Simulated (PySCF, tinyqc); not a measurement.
Inside a calculation. Method: RHF in the sto-3g basis, for H4, spin multiplicity 1. The lowest restricted solution is unstable here: a spin-polarised one lies 0.0208 hartree lower (PySCF). Computed by tinyqc, a small Python program that keeps every step (integrals from PySCF). Settings: charge = 0, multiplicity = 1, basis = sto-3g, energy threshold = 1e-09, iteration cap = 90, orthogonalisation = canonical, start = highest core orbitals, DIIS depth = 0, damping = 0.3, method = RHF. Command: `OMP_NUM_THREADS=1 python tinyqc.py 20358 20359 out.jsonl` (the two numbers bound the seeds that draw the settings). One thread of a shared host (Intel(R) Xeon(R) Processor @ 2.60GHz), about 0.05 s of CPU time with the checks.

Geometry (angstrom):
```
atom        x        y        z
H     0.00000  0.00000  0.00000
H     0.00000  0.00000  1.28600
H     0.00000  0.00000  3.14100
H     0.00000  0.00000  4.42700
```

Stop when the energy changes by less than 1e-09 hartree and every element of the error matrix X^T (F D S - S D F) X is below 9e-06.

Course of the cycle:
```
iteration  E (hartree)     change  largest element of the error matrix
1           -0.4746770          -                             5.96e-02
2           -1.0940554  -6.19e-01                             1.79e-01
3           -1.6405160  -5.46e-01                             1.18e-01
4           -1.8530046  -2.12e-01                             6.18e-02
5           -1.9230913  -7.01e-02                             3.13e-02
6           -1.9451178  -2.20e-02                             1.58e-02
7           -1.9519190  -6.80e-03                             8.13e-03
8           -1.9540022  -2.08e-03                             4.13e-03
9           -1.9546374  -6.35e-04                             2.08e-03
10          -1.9548304  -1.93e-04                             1.04e-03
11          -1.9548889  -5.85e-05                             5.22e-04
12          -1.9549066  -1.77e-05                             2.61e-04
13          -1.9549120  -5.35e-06                             1.31e-04
14          -1.9549136  -1.61e-06                             6.52e-05
15          -1.9549141  -4.87e-07                             3.26e-05
16          -1.9549142  -1.47e-07                             1.63e-05
17          -1.9549143  -4.41e-08                             8.12e-06
18          -1.9549143  -1.33e-08                             4.05e-06
19          -1.9549143  -3.99e-09                             2.02e-06
20          -1.9549143  -1.20e-09                             1.01e-06
21          -1.9549143  -3.61e-10                             5.05e-07
```

Can the last value be used, and what does the course show?

Yes. Converged in 21 iterations. PySCF RHF in the same basis = -1.9549143 hartree.
